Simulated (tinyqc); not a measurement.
# Worked calculation: resistance of a tapered via with liner, size effect and interface

Program tinyqc, `OMP_NUM_THREADS=1 python tinyqc.py 2750049 2750050 out.jsonl`; Intel Xeon 2.30GHz, shared host, one thread, about 0.01 s. Printed values are rounded.

A round via whose diameter grows from db at the bottom as D(z) = db + 2 z/tan(ang). The fill, of diameter D - 2 tl, starts above the bottom liner (thickness fb tl) and has rho = rho0 (1 + ks lam/(D - 2 tl)); the sidewall liner conducts in parallel with it. The bottom liner and the interface are crossed over the full area pi db^2/4. Spreading in the lines above and below is left out.

Parameters, values chosen for the exercise; fill metal close to ruthenium:
- db = 11 nm (diameter at the bottom)
- hv = 29 nm (height)
- ang = 86 degrees (sidewall angle)
- rho0 = 7.77 uohm cm (bulk resistivity of the fill)
- lam = 6.77 nm (mean free path of the fill)
- ks = 0.7 (size-effect factor)
- tl = 0.3 nm (liner on the sidewall)
- fb = 0.7 (liner at the bottom over that on the sidewall)
- rl = 290 uohm cm (resistivity of the liner)
- ri = 1.8e-12 ohm cm^2 (interface resistivity at the bottom)
- Sb = 1.5e15 S/m^2 (ballistic conductance per area, about 3/(4 rho0 lam))

## Slices of the via

Slices between z0 = fb tl and hv, evaluated at their midpoints: conductance per length pi/4 [(D - 2 tl)^2/rho + (D^2 - (D - 2 tl)^2)/rl], slice resistance = slice height over that. 7 slices.

```
slice,z (nm),D (nm),rho (uohm cm),slice resistance (ohm)
0,2.26643,11.3170,11.2059,5.08660
1,6.37929,11.8922,11.0308,4.51138
2,10.4921,12.4674,10.8728,4.02719
3,14.6050,13.0426,10.7294,3.61596
4,18.7179,13.6178,10.5986,3.26389
5,22.8307,14.1930,10.4789,2.96025
6,26.9436,14.7682,10.3689,2.69662
```

## Total resistance

R_fill = sum of the slices; R_bottom = rl fb tl/(pi db^2/4); R_interface = ri/(pi db^2/4); ballistic (Sharvin) limit 1/(Sb pi (db - 2 tl)^2/4); ideal cylinder rho0 hv/(pi db^2/4).

parts (ohm): fill 26.1619, bottom liner 6.40829, interface 1.89408
R = 34.4643 ohm
shares (%): fill 75.9102, bottom liner 18.5940, interface 5.4958
ballistic limit = 7.84788 ohm
ideal cylinder = 23.7107 ohm

The fill is the largest part, and R is 1.45 times the ideal cylinder. With 2000 slices R = 34.483 ohm.
